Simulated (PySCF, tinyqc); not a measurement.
Inside a calculation. Method: RHF in the sto-6g basis, for Li-, spin multiplicity 1. The basis has no diffuse functions, so it cannot describe the extra electron: this is an exercise in the method, not the real anion. This run ends on a higher stationary point, not on the lowest solution. The lowest restricted solution is unstable here: a spin-polarised one lies 0.0049 hartree lower (PySCF). One step of it, computed by the program tinyqc.

Question. Orthogonalisation. S = U s U^T; symmetric (Loewdin) form X = U s^(-1/2) U^T, so that X^T S X = 1.

overlap S, lower triangle:
```
           1Li 1s    1Li 2s   1Li 2px   1Li 2py   1Li 2pz
1Li 1s   1.000000
1Li 2s   0.235742  1.000000
1Li 2px  0.000000  0.000000  1.000000
1Li 2py  0.000000  0.000000  0.000000  1.000000
1Li 2pz  0.000000  0.000000  0.000000  0.000000  1.000000
```

Give: eigenvalues of S; X.

Answer.

eigenvalues of S: 0.7643  1.0000  1.0000  1.0000  1.2357

X, lower triangle:
```
          1Li 1s  1Li 2s  1Li 2px  1Li 2py  1Li 2pz
1Li 1s    1.0217
1Li 2s   -0.1222  1.0217
1Li 2px   0.0000  0.0000   1.0000
1Li 2py   0.0000  0.0000   0.0000   1.0000
1Li 2pz   0.0000  0.0000   0.0000   0.0000   1.0000
```
